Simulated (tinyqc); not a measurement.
On-chip interconnect, size-dependent resistivity and RC delay: one step of the calculation.

A rectangular line between two neighbours and two ground planes. Surface and grain-boundary scattering are added to the bulk resistivity as corrections; capacitances are parallel-plate values without fringing; inductance is ignored.

Question. Ladder and Elmore delays. 4 equal pi sections: series Rs = r Lw/4; node capacitances c Lw/4, halved at nodes 0 and 4, with Cl added to node 4; Rd feeds node 0. Elmore delay of node k: the sum, over the resistors on the path to k, of resistance times all capacitance downstream of it.

Inputs (values chosen for the exercise); metal values close to those of copper: line length Lw = 100 um; driver resistance Rd = 6900 ohm; load capacitance Cl = 4.1 fF.

r = 1435.6616 ohm/um
c = 0.032634007 fF/um

Find: Rs; C; Elmore delay.

Answer.

Rs = 35892 ohm

```
node   C (fF)  Elmore delay (ps)
0     0.40793             50.807
1     0.81585             300.45
2     0.81585             520.81
3     0.81585             711.89
4      4.5079             873.69
```

The far-end value equals Rd (c Lw + Cl) + r Lw (c Lw/2 + Cl) for any number of pi sections; the line resistance contributes 94.2 % of it.

Range of the model: The metal width is under the mean free path, where the thick-limit surface term and the simple sum of corrections lose accuracy.

Computed by the program tinyqc: `OMP_NUM_THREADS=1 python tinyqc.py 2100160 2100161 out.jsonl`, one thread of a shared Intel Xeon 2.30GHz, about 0.01 s for the whole run.
